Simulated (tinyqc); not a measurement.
Threshold-voltage variability of a planar MOSFET, analytic estimates: two steps of the calculation.

Three independent sources add in quadrature: random dopants in the depleted layer, metal-gate grains of two orientations, and roughness of the two gate edges acting through the roll-off VT = VT(long) - Vr exp(-L/l). These are first-order estimates: no three-dimensional electrostatics, no percolation.

Parameters, values chosen for the exercise; material values close to those of silicon: temperature T = 300 K; band gap Eg = 1.12 eV; relative permittivity of the semiconductor eps_r = 11.7; conduction-band density of states at T Nc = 2.86e19 cm^-3; valence-band density of states at T Nv = 2.68e19 cm^-3; channel doping Na = 2.3e18 cm^-3; oxide-equivalent thickness in inversion ti = 1.9 nm; gate length L = 90 nm; gate width W = 130 nm; subthreshold factor n = 1.17; gm/I of a matched pair gI = 15 1/V; spread of the gain factor of one device sb = 0.7 %.

Constants: q = 1.602176634e-19 C, kB = 1.380649e-23 J/K, Vt = kB T/q, eps0 = 8.8541878128e-14 F/cm where lengths are in cm. Results are converted to the units shown.

Question 1. Random dopants. ni = sqrt(Nc Nv) exp(-Eg/(2 Vt)), Eg in volts; Cox = 3.9 eps0/ti; Wd = sqrt(4 eps0 eps_r Vt ln(Na/ni)/(q Na)); dopants: s1 = (q/Cox) sqrt(Na Wd/(3 L W)). The slope A1 = s1 sqrt(L W); mean number of dopants Na L W Wd.

Find: Cox; Wd; mean number of dopants; A1; s1.

Answer 1.

Cox = 1.817 uF/cm^2
Wd = 23.61 nm
mean number of dopants = 635.3
A1 = 1.186 mV um
s1 = 10.96 mV

Counting alone, 1/sqrt(N) of the depletion voltage q Na Wd/Cox = 479 mV, would give sqrt(3) times more: dopants deep in the layer act less on the surface.

Question 2. Total spread, mismatch and leakage. s = sqrt(s1^2 + s2^2 + s3^2). For a pair: s(dVT) = sqrt(2) s; current mismatch sqrt(2) sqrt((gI s)^2 + sb^2); input offset = current mismatch/gI. For a Gaussian VT the off current is log-normal with mean/median = exp(s^2/(2 (n Vt)^2)).

s1 = 10.964795 mV
s2 = 2.7174649 mV
s3 = 0.72844488 mV

Find: s; s(dVT); current mismatch; input offset; mean/median of Ioff.

Answer 2.

s = 11.320 mV
s(dVT) = 16.009 mV
current mismatch = 24.034 %
input offset = 16.022 mV
mean/median of Ioff = 1.0725

tinyqc, about 0.01 s, one thread, Intel Xeon 2.30GHz (shared host): `OMP_NUM_THREADS=1 python tinyqc.py 2090043 2090044 out.jsonl`
